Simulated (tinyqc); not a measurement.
Which lattice a d-band metal prefers: Slater-Koster d bands of an fcc metal.

Slater-Koster d bands. For a bond with direction cosines (l, m, n) the 5 x 5 block is dds Ps + ddp Pp + ddd (1 - Ps - Pp), the projectors on sigma, pi and delta states about the bond; for instance <xy|xy> = 3 l^2 m^2 dds + (l^2 + m^2 - 4 l^2 m^2) ddp + (n^2 + l^2 m^2) ddd, <xy|yz> = 3 l m^2 n dds + l n (1 - 4 m^2) ddp + l n (m^2 - 1) ddd and <3z2-r2|3z2-r2> = (n^2 - (l^2 + m^2)/2)^2 dds + 3 n^2 (l^2 + m^2) ddp + (3/4)(l^2 + m^2)^2 ddd. H(k) sums the blocks times cos(k.R) over the neighbours; the d level is the zero of energy; k in 2 pi/a.

Mesh: k = f1 b1 + f2 b2 + f3 b3 with fractions (j + 1/2)/N, j = 0 to N - 1, and b = (-1,1,1), (1,-1,1), (1,1,-1) for fcc, (0,1,1), (1,0,1), (1,1,0) for bcc, unit vectors for simple cubic. The lowest Nd/10 of all levels are filled with two electrons each; the bond energy is their sum per atom.

Inputs chosen for the exercise (of the size met in Ir; the results hold for these values, not for the real material): dds = -1.004 eV (dd sigma); ddp = 0.432 eV (dd pi); ddd = -0.06 eV (dd delta); f2 = 0.487 (factor for second neighbours in bcc); N = 8 (mesh).

fcc has twelve neighbours, bcc eight and six (the six times f2), simple cubic six. The integrals of bcc and sc are scaled so that all three have the second moment of fcc, which stands for equal repulsion (structural energy difference theorem). s and p electrons are left out.

Bond energy per atom:
```
Nd  fcc (eV)  bcc - fcc (meV)  sc - fcc (meV)
1     -2.952              121            -267
2     -4.970              -49            -126
3     -6.511             -279              63
4     -7.642             -317             541
5     -8.046               76             810
6     -7.647              408             547
7     -6.519              343              71
8     -4.874               60            -222
9     -2.682             -211            -537
```

scale factors: bcc 1.1285, sc 1.4142

mu3/mu2^1.5: fcc -0.094, bcc -0.085, sc 0.000

mu4/mu2^2: fcc 1.836, bcc 1.794, sc 2.684

largest change of a difference when N is raised to 14 = 61 meV

What does the comparison show, and why?

fcc is lowest for Nd = 5, 6 and 7. bcc is lowest for Nd = 3 and 4. sc is lowest for Nd = 1, 2, 8 and 9. bcc gains most on fcc at Nd = 4 (-317 meV). A small fourth moment marks a two-peaked band, which tends to favour fillings near one half; bcc has -2 % against fcc, and at Nd = 5 it lies +76 meV from fcc, which the fourth moment alone does not explain (differences of a few tens of meV are within the error of the mesh; hcp is left out, and this d-only model can miss the lattice of the real metal). The third moments, from three-membered rings, skew the bands. That simple cubic wins anywhere comes from keeping d bands and equal second moments alone; no transition metal takes it. Differences below about 61 meV are within the error of this mesh, and the s and p electrons left out weigh most where the d band is nearly empty or full.

Run: tinyqc, `OMP_NUM_THREADS=1 python tinyqc.py 1481414 1481415 out.jsonl`; Intel(R) Xeon(R) Processor @ 2.30GHz, one thread, shared host; about 0.06 s of CPU time with all checks.
